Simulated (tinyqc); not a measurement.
Screening length from the swing.

Inverse problem. In a simple model of a Schottky-barrier transistor a barrier thinner than d = 3.1 nm is transparent, so the effective barrier is pn - psi (1 - exp(-d/lam)) and the swing beyond flat band is Vt ln 10/(1 - exp(-d/lam)). Find the thermionic swing, lam, and the effective barrier at psi = 0.2 V.

Inputs (values chosen for the exercise):
- T = 350 K (temperature)
- pn = 0.52 eV (barrier for electrons at both contacts)

Constants: q = 1.602176634e-19 C, kB = 1.380649e-23 J/K, Vt = kB T/q. Results are converted to the units shown.

swing in the tunnelling range = 101.71340 mV/decade

Answer. The ratio of the two swings is 1 - exp(-d/lam).

Vt ln 10 = 69.45 mV/decade
lam = 2.700 nm
effective barrier = 0.3834 eV

Computed by the program tinyqc: `OMP_NUM_THREADS=1 python tinyqc.py 2390103 2390104 out.jsonl`, one thread of a shared Intel Xeon 2.30GHz, about 0.07 s for the whole run.
